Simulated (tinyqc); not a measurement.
Band filling: full bands against the rectangular model: Slater-Koster d bands of a bcc metal.

Slater-Koster d bands. For a bond with direction cosines (l, m, n) the 5 x 5 block is dds Ps + ddp Pp + ddd (1 - Ps - Pp), the projectors on sigma, pi and delta states about the bond; for instance <xy|xy> = 3 l^2 m^2 dds + (l^2 + m^2 - 4 l^2 m^2) ddp + (n^2 + l^2 m^2) ddd, <xy|yz> = 3 l m^2 n dds + l n (1 - 4 m^2) ddp + l n (m^2 - 1) ddd and <3z2-r2|3z2-r2> = (n^2 - (l^2 + m^2)/2)^2 dds + 3 n^2 (l^2 + m^2) ddp + (3/4)(l^2 + m^2)^2 ddd. H(k) sums the blocks times cos(k.R) over the neighbours; the d level is the zero of energy; k in 2 pi/a.

Neighbours: eight at (a/2)(1,1,1) and equivalents, and six at a(1,0,0) and equivalents with the integrals times f2.

Mesh: k = f1 b1 + f2 b2 + f3 b3 with fractions (j + 1/2)/N, j = 0 to N - 1, and b = (-1,1,1), (1,-1,1), (1,1,-1) for fcc, (0,1,1), (1,0,1), (1,1,0) for bcc, unit vectors for simple cubic. The lowest Nd/10 of all levels are filled with two electrons each; the bond energy is their sum per atom.

Inputs chosen for the exercise (of the size met in Nb; the results hold for these values, not for the real material): dds = -1.2 eV (dd sigma); ddp = 0.48 eV (dd pi); ddd = -0.18 eV (dd delta); f2 = 0.44 (factor on all three integrals for second neighbours); N = 8 (mesh).

W = sqrt(12 mu2) with mu2 the mean square level on the mesh; rectangular model: Fermi level W (Nd/10 - 1/2), bond energy -W Nd (10 - Nd)/20. The Fermi level of the mesh is the highest filled level.

Per atom (eV):
```
Nd  EF, bands  bond energy, bands  EF, rectangle  bond energy, rectangle
1      -2.535              -2.785         -2.630                  -2.958
2      -2.104              -5.080         -1.972                  -5.259
3      -1.770              -7.022         -1.315                  -6.903
4      -0.786              -8.266         -0.657                  -7.889
5       0.564              -8.341          0.000                  -8.218
6       0.913              -7.632          0.657                  -7.889
7       1.313              -6.507          1.315                  -6.903
8       1.605              -5.065          1.972                  -5.259
9       2.562              -3.055          2.630                  -2.958
```

W = 6.574 eV
full width on the mesh = 7.189 eV

How do the results move, and what explains it?

The bond energy is deepest at Nd = 5 (-8.341 eV); the rectangle has its minimum at 5. The two differ most at Nd = 7, by 0.396 eV or 5 % of the deepest value: the second moment fixes the parabola, and higher moments the rest. At Nd = 3 and 7 the bands give -7.022 and -6.507 eV, a skew towards less than half filling.

(tinyqc, `OMP_NUM_THREADS=1 python tinyqc.py 1450333 1450334 out.jsonl`, Intel(R) Xeon(R) Processor @ 2.30GHz, 1 thread, shared host, about 0.03 s.)
